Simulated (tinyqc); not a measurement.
Resistive crossbar, vector-matrix product with wire resistance: two steps of the calculation.

2 rows and 2 columns. Cell (i, j) joins row node wij to column node bij. Each row is driven at its left end through one wire segment rw; neighbouring nodes along a row or a column are joined by rw; each column ends below the last row in one more rw and a virtual ground, where its current is read. Ideal output: I_j = sum_i V_i G_ij.

Parameters, values chosen for the exercise:
- rw = 200 ohm (wire resistance between neighbouring cells)
- V = [0.17, 0.14] V (input voltages of the rows)

Problem 1. The nodal equations. Kirchhoff current law at every node, A x = b: A holds the sum of the conductances at a node on the diagonal and minus the conductance between two nodes off it (wire conductance 1/rw); b = V_i/rw at the first node of row i.

cell conductances G (uS):
```
       column 1  column 2
row 1       4.6       8.9
row 2        24        30
```

Find: A; b.

Solution 1.

A (uS):
```
         w11      w12      w21      w22      b11      b12      b21      b22
w11    10005  -5000.0        0        0  -4.6000        0        0        0
w12  -5000.0   5008.9        0        0        0  -8.9000        0        0
w21        0        0    10024  -5000.0        0        0  -24.000        0
w22        0        0  -5000.0   5030.0        0        0        0  -30.000
b11  -4.6000        0        0        0   5004.6        0  -5000.0        0
b12        0  -8.9000        0        0        0   5008.9        0  -5000.0
b21        0        0  -24.000        0  -5000.0        0    10024        0
b22        0        0        0  -30.000        0  -5000.0        0    10030
```

b (uA): w11 850.00, w12 0, w21 700.00, w22 0, b11 0, b12 0, b21 0, b22 0

Problem 2. Error against the ideal product. Ideal I_j = sum_i V_i G_ij; error = I/ideal - 1.

cell conductances G (uS):
```
       column 1  column 2
row 1       4.6       8.9
row 2        24        30
```

column currents (uA): column 1 4.0803283, column 2 5.5911455

Find: ideal currents; error.

Solution 2.

ideal currents (uA): column 1 4.1420, column 2 5.7130
error (%): column 1 -1.489, column 2 -2.133

The largest error is in column 2. All currents fall short, since the wires take part of the voltage.

Computed by the program tinyqc: `OMP_NUM_THREADS=1 python tinyqc.py 2880006 2880007 out.jsonl`, one thread of a shared Intel Xeon 2.30GHz, about 0.02 s for the whole run.
